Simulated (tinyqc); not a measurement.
Interface traps from C-V curves, high-low and Terman methods: one step of the calculation.

MOS capacitor on an n-type substrate; psi is the band bending, negative in depletion; only majority carriers are counted. At the bending psi the Fermi level lies y = xi - psi below the conduction edge at the surface, xi = Vt ln(Nc/Nd). Dit(y) = D0 + D1 exp(-y/E1); traps fill up to the Fermi level, follow the bias and a slow signal, and do not follow a fast one. V is the gate voltage from flat band.

Problem. High-low extraction. q Dit = (1/C_LF - 1/Cox)^(-1) - (1/C_HF - 1/Cox)^(-1) at each point.

Constants: q = 1.602176634e-19 C. Results are converted to the units shown.

```
point	C_HF (nF/cm^2)	C_LF (nF/cm^2)
0	20.005422	34.899676
1	21.230852	35.958716
2	22.723783	37.251608
3	24.600582	38.883761
4	27.064843	41.046295
5	30.515462	44.132470
6	35.872622	49.091196
7	45.753838	58.638225
8	68.538931	81.004767
```

Cox = 230.20888 nF/cm^2

Find: Dit by high-low.

Solution.

Dit by high-low, point 0 to 8 (cm^-2 eV^-1): 1.2000e11  1.2001e11  1.2003e11  1.2010e11  1.2035e11  1.2122e11  1.2422e11  1.3467e11  1.7094e11

tinyqc, about 0.01 s, one thread, Intel Xeon 2.30GHz (shared host): `OMP_NUM_THREADS=1 python tinyqc.py 2030022 2030023 out.jsonl`
